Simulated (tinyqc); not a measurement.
Worked calculation: Hubbard ring of 3 sites. One step of it, computed by the program tinyqc.

Question. Mean-field iteration 3. H(up) = T + U n(down), H(down) = T + U n(up); fill the lowest levels; n(new) = n + mixing (n(out) - n); E = tr T (rho up + rho down) + U sum n_up n_down of the output.

one-body matrix (hopping and site energies) (eV), lower triangle:
```
           1          2         3
1   0.000000
2  -1.570000   0.000000
3  -1.570000  -1.570000  0.000000
```

U = 6.300000 eV

electrons, up and down: 2  1

mixing = 1

n(up) after iteration 2: 1 1.000000, 2 0.500000, 3 0.500000

n(down) after iteration 2: 1 0.135834, 2 0.432083, 3 0.432083

Give: levels, up; levels, down; energy; n(up) after iteration 3; n(down) after iteration 3.

Answer.

levels, up (eV): -1.2213  3.2292  4.2921

levels, down (eV): 0.6997  4.7200  7.1803

energy = -0.8703 eV

n(up) after iteration 3: 1 1.0000, 2 0.5000, 3 0.5000

n(down) after iteration 3: 1 0.1358, 2 0.4321, 3 0.4321
